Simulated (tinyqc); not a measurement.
Dead time and true rate from two light levels.

Question. A non-paralysable detector measures m = n/(1 + n td); dark counts are negligible. Find td and the true rate at the lower flux.

measured rates at a photon flux and at four times that flux (1/s): [5.2941176e6, 1.1803279e7]

Solution. 1/m = 1/n + td, so the difference of the inverse rates is 3/(4 n).

td = 50.00 ns
n = 7.200e6 1/s

Program tinyqc, `OMP_NUM_THREADS=1 python tinyqc.py 2630002 2630003 out.jsonl`; Intel Xeon 2.30GHz, shared host, one thread, about 0.01 s.
